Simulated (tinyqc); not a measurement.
# Threshold-voltage variability of a planar MOSFET, analytic estimates: effects of single changes

Three independent sources add in quadrature: random dopants in the depleted layer, metal-gate grains of two orientations, and roughness of the two gate edges acting through the roll-off VT = VT(long) - Vr exp(-L/l). These are first-order estimates: no three-dimensional electrostatics, no percolation.

Values chosen for this exercise; material values close to those of germanium:
- T = 293 K (temperature)
- Eg = 0.659 eV (band gap)
- eps_r = 16.1 (relative permittivity of the semiconductor)
- Nc = 9.94e18 cm^-3 (conduction-band density of states at T)
- Nv = 5.84e18 cm^-3 (valence-band density of states at T)
- Na = 1.7e18 cm^-3 (channel doping)
- ti = 1.5 nm (oxide-equivalent thickness in inversion)
- L = 65 nm (gate length)
- W = 69 nm (gate width)
- G = 15 nm (metal grain size)
- dW = 0.3 eV (work-function difference of the two grain orientations)
- p = 0.3 (share of the orientation of higher work function)
- De = 1.5 nm (rms roughness of one gate edge)
- La = 15 nm (correlation length of the roughness)
- l = 14 nm (decay length of the threshold roll-off)
- Vr = 2.7 V (prefactor of the roll-off)

Constants: q = 1.602176634e-19 C, kB = 1.380649e-23 J/K, Vt = kB T/q, eps0 = 8.8541878128e-14 F/cm where lengths are in cm. Results are converted to the units shown.

Each table varies one quantity; the others keep the values above.

## Effect of the gate length

ni = sqrt(Nc Nv) exp(-Eg/(2 Vt)), Eg in volts; Cox = 3.9 eps0/ti; Wd = sqrt(4 eps0 eps_r Vt ln(Na/ni)/(q Na)); dopants: s1 = (q/Cox) sqrt(Na Wd/(3 L W)). Grains: Ng = L W/G^2 (at least 1), s2 = dW sqrt(p (1 - p)/Ng). Edges, with exponential correlation and u = W/La: the mean gate length has sL^2 = 2 De^2 (2/u)[1 - (1 - exp(-u))/u]; s3 = sL (Vr/l) exp(-L/l). s = sqrt(s1^2 + s2^2 + s3^2). l and Vr are held fixed.

Result of one run:
```
L (nm)  s1 (mV)  s2 (mV)  s3 (mV)  s (mV)  s sqrt(L W) (mV um)
47       14.461   36.212   8.3247  39.871               2.2706
```

What becomes of these results when the gate length L is changed from 47 to 82 nm, all else the same?

Result of the changed run:
```
L (nm)  s1 (mV)  s2 (mV)  s3 (mV)  s (mV)  s sqrt(L W) (mV um)
82       10.948   27.415  0.68333  29.528               2.2211
```

The whole series:
```
L (nm)  s1 (mV)  s2 (mV)   s3 (mV)  s (mV)  s sqrt(L W) (mV um)
39       15.875   39.753    14.741  45.272               2.3485
47       14.461   36.212    8.3247  39.871               2.2706
57       13.132   32.882    4.0753  35.641               2.2352
68       12.023   30.105    1.8575  32.470               2.2242
82       10.948   27.415   0.68333  29.528               2.2211
99       9.9640   24.951   0.20290  26.867               2.2206
120      9.0503   22.662  0.045272  24.403               2.2205
140      8.3789   20.981  0.010850  22.593               2.2205
```

As L goes from 39 to 140 nm, s falls from 45.3 to 22.6 mV. The grains are the largest source in the first and the last row. The product s sqrt(L W) falls from 2.35 to 2.22 mV um: s1 and s2 go as 1/sqrt(L W), so the change comes from s3 alone.

## Effect of the metal grain size

Same model as above.

l and Vr are held fixed.

The same in every row: s1 (mV) = 12.30; s3 (mV) = 2.301.

Effect of the metal grain size:
```
G (nm)  s2 (mV)  s (mV)  s sqrt(L W) (mV um)
2         4.106   13.17               0.8818
3         6.158   13.94               0.9338
5         10.26   16.18                1.084
7         14.37   19.05                1.276
10        20.53   24.04                1.610
14        28.74   31.34                2.099
20        41.06   42.92                2.874
```

Read the table: what changes, and by how much?

As G goes from 2 to 20 nm, s rises from 13.2 to 42.9 mV. The largest source is the dopants in the first row and the grains in the last.

## Effect of the channel doping

Same model as above.

l and Vr are held fixed.

The same in every row: s2 (mV) = 30.79; s3 (mV) = 2.301.

Effect of the channel doping:
```
Na (cm^-3)  s1 (mV)  s (mV)  s sqrt(L W) (mV um)
1.5e17        6.318   31.52                2.111
2.6e17        7.356   31.74                2.126
4.7e17        8.658   32.07                2.148
8.2e17        10.08   32.48                2.175
1.5e18        11.89   33.09                2.216
2.6e18        13.80   33.82                2.265
4.5e18        16.01   34.78                2.329
8e18          18.69   36.09                2.417
```

What does the table show?

As Na goes from 1.5e17 to 8e18 cm^-3, s rises from 31.5 to 36.1 mV. The grains are the largest source in the first and the last row. s1 goes on average as Na^(0.27), near the 1/4 expected from Na Wd. At Na = 1.5e17 cm^-3 the depletion depth exceeds L, so source and drain share much of the charge and s1 is rough.

Computed by the program tinyqc: `OMP_NUM_THREADS=1 python tinyqc.py 2090155 2090156 out.jsonl`, one thread of a shared Intel Xeon 2.30GHz, about 0.01 s for the whole run.
